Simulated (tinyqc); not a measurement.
Inside a calculation (part 2 of 3). Method: ROHF in the 6-31g basis, for H4+, spin multiplicity 2. Computed by tinyqc, a small Python program that keeps every step (integrals from PySCF). Command: `OMP_NUM_THREADS=1 python tinyqc.py 28358 28359 out.jsonl` (the two numbers bound the seeds that draw the settings). One thread of a shared host (Intel(R) Xeon(R) Processor @ 2.60GHz), about 0.07 s of CPU time with the checks.

Geometry (angstrom):
```
atom         x         y         z
H     0.000000  0.000000  0.000000
H     0.000000  0.000000  1.550000
H     0.000000  0.000000  2.473000
H     0.000000  0.000000  4.023000
```

## Iteration 1: building the Fock matrix

D(alpha) at the start:
```
           1H 1s      1H 2s      2H 1s      2H 2s      3H 1s      3H 2s      4H 1s      4H 2s
1H 1s   0.135224   0.149756  -0.004556  -0.003375  -0.002799   0.003907  -0.000580  -0.000894
1H 2s   0.149756   0.166687   0.003976   0.006021   0.002552   0.010603  -0.000894  -0.000513
2H 1s  -0.004556   0.003976   0.137658   0.146349  -0.002338   0.001195  -0.002799   0.002552
2H 2s  -0.003375   0.006021   0.146349   0.156068   0.001195   0.005347   0.003907   0.010603
3H 1s  -0.002799   0.002552  -0.002338   0.001195   0.137658   0.146349  -0.004556   0.003976
3H 2s   0.003907   0.010603   0.001195   0.005347   0.146349   0.156068  -0.003375   0.006021
4H 1s  -0.000580  -0.000894  -0.002799   0.003907  -0.004556  -0.003375   0.135224   0.149756
4H 2s  -0.000894  -0.000513   0.002552   0.010603   0.003976   0.006021   0.149756   0.166687
```

D(beta) at the start:
```
           1H 1s      1H 2s      2H 1s      2H 2s      3H 1s      3H 2s      4H 1s      4H 2s
1H 1s   0.067612   0.074878  -0.002278  -0.001687  -0.001400   0.001953  -0.000290  -0.000447
1H 2s   0.074878   0.083343   0.001988   0.003010   0.001276   0.005301  -0.000447  -0.000256
2H 1s  -0.002278   0.001988   0.068829   0.073174  -0.001169   0.000598  -0.001400   0.001276
2H 2s  -0.001687   0.003010   0.073174   0.078034   0.000598   0.002674   0.001953   0.005301
3H 1s  -0.001400   0.001276  -0.001169   0.000598   0.068829   0.073174  -0.002278   0.001988
3H 2s   0.001953   0.005301   0.000598   0.002674   0.073174   0.078034  -0.001687   0.003010
4H 1s  -0.000290  -0.000447  -0.001400   0.001953  -0.002278  -0.001687   0.067612   0.074878
4H 2s  -0.000447  -0.000256   0.001276   0.005301   0.001988   0.003010   0.074878   0.083343
```

core Hamiltonian H = T + V (hartree):
```
           1H 1s      1H 2s      2H 1s      2H 2s      3H 1s      3H 2s      4H 1s      4H 2s
1H 1s  -0.944476  -0.934732  -0.128219  -0.369521  -0.003495  -0.080970   0.000000  -0.001176
1H 2s  -0.934732  -1.079457  -0.421518  -0.690760  -0.098738  -0.284171  -0.001176  -0.020992
2H 1s  -0.128219  -0.421518  -1.384266  -1.216432  -0.718310  -0.880082  -0.003495  -0.098738
2H 2s  -0.369521  -0.690760  -1.216432  -1.428803  -0.880082  -1.178981  -0.080970  -0.284171
3H 1s  -0.003495  -0.098738  -0.718310  -0.880082  -1.384266  -1.216432  -0.128219  -0.421518
3H 2s  -0.080970  -0.284171  -0.880082  -1.178981  -1.216432  -1.428803  -0.369521  -0.690760
4H 1s   0.000000  -0.001176  -0.003495  -0.080970  -0.128219  -0.369521  -0.944476  -0.934732
4H 2s  -0.001176  -0.020992  -0.098738  -0.284171  -0.421518  -0.690760  -0.934732  -1.079457
```

nuclear repulsion = 1.81563413 hartree

Given earlier and not repeated: Two-electron integrals (ij|kl) in chemists' order.

J_ij = sum D_kl (ij|kl) with D = D(alpha) + D(beta), K_ij = sum D_kl (ik|jl) for each spin; F = H + J - K(s); E = tr D H + tr D J / 2 - 0.5 sum_s tr D(s) K(s) + E_nn.

Coulomb J (hartree):
```
          1H 1s     1H 2s     2H 1s     2H 2s     3H 1s     3H 2s     4H 1s     4H 2s
1H 1s  1.138147  0.692235  0.055072  0.235465  0.000802  0.042420  0.000000  0.000411
1H 2s  0.692235  0.895215  0.270683  0.514147  0.050861  0.186798  0.000411  0.010745
2H 1s  0.055072  0.270683  1.425971  0.871570  0.440756  0.592907  0.000802  0.050861
2H 2s  0.235465  0.514147  0.871570  1.117227  0.592907  0.888637  0.042420  0.186798
3H 1s  0.000802  0.050861  0.440756  0.592907  1.425971  0.871570  0.055072  0.270683
3H 2s  0.042420  0.186798  0.592907  0.888637  0.871570  1.117227  0.235465  0.514147
4H 1s  0.000000  0.000411  0.000802  0.042420  0.055072  0.235465  1.138147  0.692235
4H 2s  0.000411  0.010745  0.050861  0.186798  0.270683  0.514147  0.692235  0.895215
```

exchange K(alpha) (hartree):
```
          1H 1s     1H 2s     2H 1s     2H 2s     3H 1s     3H 2s     4H 1s     4H 2s
1H 1s  0.382029  0.292396  0.060993  0.133065  0.015424  0.045120  0.000974  0.004663
1H 2s  0.292396  0.273465  0.144358  0.196785  0.061761  0.104765  0.004663  0.017773
2H 1s  0.060993  0.144358  0.450187  0.376422  0.251016  0.304028  0.015424  0.061761
2H 2s  0.133065  0.196785  0.376422  0.395060  0.304028  0.348093  0.045120  0.104765
3H 1s  0.015424  0.061761  0.251016  0.304028  0.450187  0.376422  0.060993  0.144358
3H 2s  0.045120  0.104765  0.304028  0.348093  0.376422  0.395060  0.133065  0.196785
4H 1s  0.000974  0.004663  0.015424  0.045120  0.060993  0.133065  0.382029  0.292396
4H 2s  0.004663  0.017773  0.061761  0.104765  0.144358  0.196785  0.292396  0.273465
```

exchange K(beta) (hartree):
```
          1H 1s     1H 2s     2H 1s     2H 2s     3H 1s     3H 2s     4H 1s     4H 2s
1H 1s  0.191015  0.146198  0.030497  0.066533  0.007712  0.022560  0.000487  0.002331
1H 2s  0.146198  0.136733  0.072179  0.098393  0.030880  0.052383  0.002331  0.008887
2H 1s  0.030497  0.072179  0.225093  0.188211  0.125508  0.152014  0.007712  0.030880
2H 2s  0.066533  0.098393  0.188211  0.197530  0.152014  0.174047  0.022560  0.052383
3H 1s  0.007712  0.030880  0.125508  0.152014  0.225093  0.188211  0.030497  0.072179
3H 2s  0.022560  0.052383  0.152014  0.174047  0.188211  0.197530  0.066533  0.098393
4H 1s  0.000487  0.002331  0.007712  0.022560  0.030497  0.066533  0.191015  0.146198
4H 2s  0.002331  0.008887  0.030880  0.052383  0.072179  0.098393  0.146198  0.136733
```

F(alpha) (hartree):
```
           1H 1s      1H 2s      2H 1s      2H 2s      3H 1s      3H 2s      4H 1s      4H 2s
1H 1s  -0.188359  -0.534892  -0.134140  -0.267121  -0.018117  -0.083671  -0.000974  -0.005427
1H 2s  -0.534892  -0.457708  -0.295193  -0.373399  -0.109637  -0.202138  -0.005427  -0.028021
2H 1s  -0.134140  -0.295193  -0.408481  -0.721285  -0.528570  -0.591203  -0.018117  -0.109637
2H 2s  -0.267121  -0.373399  -0.721285  -0.706637  -0.591203  -0.638437  -0.083671  -0.202138
3H 1s  -0.018117  -0.109637  -0.528570  -0.591203  -0.408481  -0.721285  -0.134140  -0.295193
3H 2s  -0.083671  -0.202138  -0.591203  -0.638437  -0.721285  -0.706637  -0.267121  -0.373399
4H 1s  -0.000974  -0.005427  -0.018117  -0.083671  -0.134140  -0.267121  -0.188359  -0.534892
4H 2s  -0.005427  -0.028021  -0.109637  -0.202138  -0.295193  -0.373399  -0.534892  -0.457708
```

F(beta) (hartree):
```
           1H 1s      1H 2s      2H 1s      2H 2s      3H 1s      3H 2s      4H 1s      4H 2s
1H 1s   0.002656  -0.388694  -0.103644  -0.200589  -0.010405  -0.061111  -0.000487  -0.003096
1H 2s  -0.388694  -0.320975  -0.223014  -0.275006  -0.078757  -0.149756  -0.003096  -0.019134
2H 1s  -0.103644  -0.223014  -0.183388  -0.533074  -0.403062  -0.439189  -0.010405  -0.078757
2H 2s  -0.200589  -0.275006  -0.533074  -0.509107  -0.439189  -0.464391  -0.061111  -0.149756
3H 1s  -0.010405  -0.078757  -0.403062  -0.439189  -0.183388  -0.533074  -0.103644  -0.223014
3H 2s  -0.061111  -0.149756  -0.439189  -0.464391  -0.533074  -0.509107  -0.200589  -0.275006
4H 1s  -0.000487  -0.003096  -0.010405  -0.061111  -0.103644  -0.200589   0.002656  -0.388694
4H 2s  -0.003096  -0.019134  -0.078757  -0.149756  -0.223014  -0.275006  -0.388694  -0.320975
```

total energy of this density = -1.12518413 hartree

This density is the starting one; it is not idempotent, so its energy is not variational and may lie below the converged one.

## Iteration 1: Roothaan effective Fock matrix

overlap S:
```
          1H 1s     1H 2s     2H 1s     2H 2s     3H 1s     3H 2s     4H 1s     4H 2s
1H 1s  1.000000  0.658292  0.045530  0.213426  0.000613  0.037687  0.000000  0.000352
1H 2s  0.658292  1.000000  0.213426  0.500654  0.037687  0.171851  0.000352  0.009461
2H 1s  0.045530  0.213426  1.000000  0.658292  0.306013  0.441328  0.000613  0.037687
2H 2s  0.213426  0.500654  0.658292  1.000000  0.441328  0.782448  0.037687  0.171851
3H 1s  0.000613  0.037687  0.306013  0.441328  1.000000  0.658292  0.045530  0.213426
3H 2s  0.037687  0.171851  0.441328  0.782448  0.658292  1.000000  0.213426  0.500654
4H 1s  0.000000  0.000352  0.000613  0.037687  0.045530  0.213426  1.000000  0.658292
4H 2s  0.000352  0.009461  0.037687  0.171851  0.213426  0.500654  0.658292  1.000000
```

With projectors Pc = D(beta) S, Po = (D(alpha) - D(beta)) S, Pv = 1 - D(alpha) S, the block xy is Px^T F Py; with Fc = (F(alpha) + F(beta))/2, the blocks are Fc for cc, oo, vv and cv, F(beta) for co and F(alpha) for ov.

effective F (hartree):
```
           1H 1s      1H 2s      2H 1s      2H 2s      3H 1s      3H 2s      4H 1s      4H 2s
1H 1s  -0.102331  -0.463635  -0.110601  -0.222994  -0.004113  -0.058921   0.002592   0.002314
1H 2s  -0.463635  -0.381075  -0.245002  -0.301774  -0.077644  -0.151930   0.002314  -0.011225
2H 1s  -0.110601  -0.245002  -0.288515  -0.605902  -0.452469  -0.491589  -0.004113  -0.077644
2H 2s  -0.222994  -0.301774  -0.605902  -0.568583  -0.491589  -0.511107  -0.058921  -0.151930
3H 1s  -0.004113  -0.077644  -0.452469  -0.491589  -0.288515  -0.605902  -0.110601  -0.245002
3H 2s  -0.058921  -0.151930  -0.491589  -0.511107  -0.605902  -0.568583  -0.222994  -0.301774
4H 1s   0.002592   0.002314  -0.004113  -0.058921  -0.110601  -0.222994  -0.102331  -0.463635
4H 2s   0.002314  -0.011225  -0.077644  -0.151930  -0.245002  -0.301774  -0.463635  -0.381075
```

## Iteration 1: diagonalisation and new density

X:
```
               1          2          3          4          5          6          7         8
1H 1s   0.206156  -0.667606   0.812191   0.542396  -0.306149   0.414051   0.346249  0.092430
1H 2s  -0.961491   0.993155  -0.795537  -0.324443   0.014452   0.322939   0.366869  0.155804
2H 1s  -0.658537   0.480541   0.425255   0.709756   0.732683  -0.253221   0.100074  0.214610
2H 2s   2.663938  -0.665781  -0.244861  -0.515577   0.210031  -0.116221   0.130357  0.294630
3H 1s   0.658537   0.480541  -0.425255   0.709756  -0.732683  -0.253221  -0.100074  0.214610
3H 2s  -2.663938  -0.665781   0.244861  -0.515577  -0.210031  -0.116221  -0.130357  0.294630
4H 1s  -0.206156  -0.667606  -0.812191   0.542396   0.306149   0.414051  -0.346249  0.092430
4H 2s   0.961491   0.993155   0.795537  -0.324443  -0.014452   0.322939  -0.366869  0.155804
```

Diagonalise F' = X^T F X, C = X C', fill 2 alpha and 1 beta electrons from the bottom; D(s) = C_occ C_occ^T. Each column has its largest component positive (the first on a tie).

F' = X^T F X (hartree):
```
           1          2          3          4          5          6          7          8
1   0.614036   0.000000  -0.105195   0.000000  -0.424444   0.000000  -0.026730   0.000000
2   0.000000   0.695850   0.000000  -0.064627   0.000000  -0.221985   0.000000  -0.013183
3  -0.105195   0.000000   0.790821   0.000000   0.016045   0.000000   0.123282   0.000000
4   0.000000  -0.064627   0.000000   0.601653   0.000000   0.067133   0.000000  -0.106278
5  -0.424444   0.000000   0.016045   0.000000   0.217854   0.000000  -0.059803   0.000000
6   0.000000  -0.221985   0.000000   0.067133   0.000000  -0.340124   0.000000   0.071900
7  -0.026730   0.000000   0.123282   0.000000  -0.059803   0.000000  -0.463730   0.000000
8   0.000000  -0.013183   0.000000  -0.106278   0.000000   0.071900   0.000000  -0.746881
```

orbital energies (hartree): MO1 -0.769414, MO2 -0.484442, MO3 -0.374467, MO4 -0.046865, MO5 0.578412, MO6 0.741572, MO7 0.775967, MO8 0.948718

coefficients C:
```
            MO1        MO2        MO3        MO4        MO5        MO6        MO7        MO8
1H 1s  0.069867   0.241936   0.264405  -0.130827   0.191102  -0.897128  -0.899200  -0.187835
1H 2s  0.049983   0.375648   0.548503  -0.610985   0.092046   1.051290   0.953078  -0.269299
2H 1s  0.309296   0.109100  -0.130153   0.269927   0.835156   0.181690   0.186444  -1.021556
2H 2s  0.276871   0.345517  -0.172618   1.573875  -0.761348  -0.912943  -0.351130   1.946201
3H 1s  0.309296  -0.109100  -0.130153  -0.269927   0.835156  -0.181690   0.186444   1.021556
3H 2s  0.276871  -0.345517  -0.172618  -1.573875  -0.761348   0.912943  -0.351130  -1.946201
4H 1s  0.069867  -0.241936   0.264405   0.130827   0.191102   0.897128  -0.899200   0.187835
4H 2s  0.049983  -0.375648   0.548503   0.610985   0.092046  -1.051290   0.953078   0.269299
```

D(alpha) after iteration 1:
```
           1H 1s      1H 2s      2H 1s      2H 2s      3H 1s      3H 2s      4H 1s      4H 2s
1H 1s   0.063415   0.094375   0.048005   0.102937  -0.004786  -0.064249  -0.053652  -0.087391
1H 2s   0.094375   0.143610   0.056443   0.143632  -0.025524  -0.115954  -0.087391  -0.138613
2H 1s   0.048005   0.056443   0.107567   0.123331   0.083761   0.047939  -0.004786  -0.025524
2H 2s   0.102937   0.143632   0.123331   0.196040   0.047939  -0.042724  -0.064249  -0.115954
3H 1s  -0.004786  -0.025524   0.083761   0.047939   0.107567   0.123331   0.048005   0.056443
3H 2s  -0.064249  -0.115954   0.047939  -0.042724   0.123331   0.196040   0.102937   0.143632
4H 1s  -0.053652  -0.087391  -0.004786  -0.064249   0.048005   0.102937   0.063415   0.094375
4H 2s  -0.087391  -0.138613  -0.025524  -0.115954   0.056443   0.143632   0.094375   0.143610
```

D(beta) after iteration 1:
```
          1H 1s     1H 2s     2H 1s     2H 2s     3H 1s     3H 2s     4H 1s     4H 2s
1H 1s  0.004881  0.003492  0.021609  0.019344  0.021609  0.019344  0.004881  0.003492
1H 2s  0.003492  0.002498  0.015460  0.013839  0.015460  0.013839  0.003492  0.002498
2H 1s  0.021609  0.015460  0.095664  0.085635  0.095664  0.085635  0.021609  0.015460
2H 2s  0.019344  0.013839  0.085635  0.076658  0.085635  0.076658  0.019344  0.013839
3H 1s  0.021609  0.015460  0.095664  0.085635  0.095664  0.085635  0.021609  0.015460
3H 2s  0.019344  0.013839  0.085635  0.076658  0.085635  0.076658  0.019344  0.013839
4H 1s  0.004881  0.003492  0.021609  0.019344  0.021609  0.019344  0.004881  0.003492
4H 2s  0.003492  0.002498  0.015460  0.013839  0.015460  0.013839  0.003492  0.002498
```

## Iteration 2: building the Fock matrix

As before.

Coulomb J (hartree):
```
          1H 1s     1H 2s     2H 1s     2H 2s     3H 1s     3H 2s     4H 1s     4H 2s
1H 1s  0.990524  0.622404  0.056962  0.221495  0.000897  0.041333  0.000000  0.000426
1H 2s  0.622404  0.852447  0.302202  0.533931  0.059269  0.203383  0.000426  0.012099
2H 1s  0.056962  0.302202  1.655635  1.000348  0.520010  0.687192  0.000897  0.059269
2H 2s  0.221495  0.533931  1.000348  1.242909  0.687192  1.000672  0.041333  0.203383
3H 1s  0.000897  0.059269  0.520010  0.687192  1.655635  1.000348  0.056962  0.302202
3H 2s  0.041333  0.203383  0.687192  1.000672  1.000348  1.242909  0.221495  0.533931
4H 1s  0.000000  0.000426  0.000897  0.041333  0.056962  0.221495  0.990524  0.622404
4H 2s  0.000426  0.012099  0.059269  0.203383  0.302202  0.533931  0.622404  0.852447
```

exchange K(alpha) (hartree):
```
           1H 1s      1H 2s     2H 1s     2H 2s     3H 1s     3H 2s      4H 1s      4H 2s
1H 1s   0.295781   0.261601  0.104636  0.152947  0.009749  0.037947  -0.036162  -0.038223
1H 2s   0.261601   0.280773  0.193992  0.232641  0.061249  0.100582  -0.038223  -0.031482
2H 1s   0.104636   0.193992  0.503792  0.440010  0.309660  0.350834   0.009749   0.061249
2H 2s   0.152947   0.232641  0.440010  0.457612  0.350834  0.390484   0.037947   0.100582
3H 1s   0.009749   0.061249  0.309660  0.350834  0.503792  0.440010   0.104636   0.193992
3H 2s   0.037947   0.100582  0.350834  0.390484  0.440010  0.457612   0.152947   0.232641
4H 1s  -0.036162  -0.038223  0.009749  0.037947  0.104636  0.152947   0.295781   0.261601
4H 2s  -0.038223  -0.031482  0.061249  0.100582  0.193992  0.232641   0.261601   0.280773
```

exchange K(beta) (hartree):
```
          1H 1s     1H 2s     2H 1s     2H 2s     3H 1s     3H 2s     4H 1s     4H 2s
1H 1s  0.028289  0.034944  0.050617  0.056300  0.033049  0.043618  0.005073  0.011995
1H 2s  0.034944  0.060134  0.129319  0.131090  0.089730  0.109859  0.011995  0.029726
2H 1s  0.050617  0.129319  0.453747  0.393598  0.323469  0.352613  0.033049  0.089730
2H 2s  0.056300  0.131090  0.393598  0.393606  0.352613  0.375634  0.043618  0.109859
3H 1s  0.033049  0.089730  0.323469  0.352613  0.453747  0.393598  0.050617  0.129319
3H 2s  0.043618  0.109859  0.352613  0.375634  0.393598  0.393606  0.056300  0.131090
4H 1s  0.005073  0.011995  0.033049  0.043618  0.050617  0.056300  0.028289  0.034944
4H 2s  0.011995  0.029726  0.089730  0.109859  0.129319  0.131090  0.034944  0.060134
```

F(alpha) (hartree):
```
           1H 1s      1H 2s      2H 1s      2H 2s      3H 1s      3H 2s      4H 1s      4H 2s
1H 1s  -0.249733  -0.573929  -0.175893  -0.300973  -0.012347  -0.077584   0.036162   0.037474
1H 2s  -0.573929  -0.507784  -0.313309  -0.389471  -0.100718  -0.181370   0.037474   0.022590
2H 1s  -0.175893  -0.313309  -0.232423  -0.656094  -0.507960  -0.543723  -0.012347  -0.100718
2H 2s  -0.300973  -0.389471  -0.656094  -0.643506  -0.543723  -0.568793  -0.077584  -0.181370
3H 1s  -0.012347  -0.100718  -0.507960  -0.543723  -0.232423  -0.656094  -0.175893  -0.313309
3H 2s  -0.077584  -0.181370  -0.543723  -0.568793  -0.656094  -0.643506  -0.300973  -0.389471
4H 1s   0.036162   0.037474  -0.012347  -0.077584  -0.175893  -0.300973  -0.249733  -0.573929
4H 2s   0.037474   0.022590  -0.100718  -0.181370  -0.313309  -0.389471  -0.573929  -0.507784
```

F(beta) (hartree):
```
           1H 1s      1H 2s      2H 1s      2H 2s      3H 1s      3H 2s      4H 1s      4H 2s
1H 1s   0.017758  -0.347272  -0.121873  -0.204326  -0.035647  -0.083255  -0.005073  -0.012744
1H 2s  -0.347272  -0.287144  -0.248636  -0.287920  -0.129198  -0.190647  -0.012744  -0.038619
2H 1s  -0.121873  -0.248636  -0.182377  -0.609682  -0.521769  -0.545503  -0.035647  -0.129198
2H 2s  -0.204326  -0.287920  -0.609682  -0.579500  -0.545503  -0.553943  -0.083255  -0.190647
3H 1s  -0.035647  -0.129198  -0.521769  -0.545503  -0.182377  -0.609682  -0.121873  -0.248636
3H 2s  -0.083255  -0.190647  -0.545503  -0.553943  -0.609682  -0.579500  -0.204326  -0.287920
4H 1s  -0.005073  -0.012744  -0.035647  -0.083255  -0.121873  -0.204326   0.017758  -0.347272
4H 2s  -0.012744  -0.038619  -0.129198  -0.190647  -0.248636  -0.287920  -0.347272  -0.287144
```

total energy of this density = -1.64815880 hartree

## Iteration 2: Roothaan effective Fock matrix

As before.

effective F (hartree):
```
           1H 1s      1H 2s      2H 1s      2H 2s      3H 1s      3H 2s      4H 1s      4H 2s
1H 1s  -0.131078  -0.466176  -0.151202  -0.254972  -0.021677  -0.078098   0.030634   0.017941
1H 2s  -0.466176  -0.389189  -0.278626  -0.335512  -0.117304  -0.189192   0.017941  -0.016289
2H 1s  -0.151202  -0.278626  -0.206764  -0.631992  -0.515501  -0.545509  -0.021677  -0.117304
2H 2s  -0.254972  -0.335512  -0.631992  -0.610279  -0.545509  -0.562591  -0.078098  -0.189192
3H 1s  -0.021677  -0.117304  -0.515501  -0.545509  -0.206764  -0.631992  -0.151202  -0.278626
3H 2s  -0.078098  -0.189192  -0.545509  -0.562591  -0.631992  -0.610279  -0.254972  -0.335512
4H 1s   0.030634   0.017941  -0.021677  -0.078098  -0.151202  -0.254972  -0.131078  -0.466176
4H 2s   0.017941  -0.016289  -0.117304  -0.189192  -0.278626  -0.335512  -0.466176  -0.389189
```
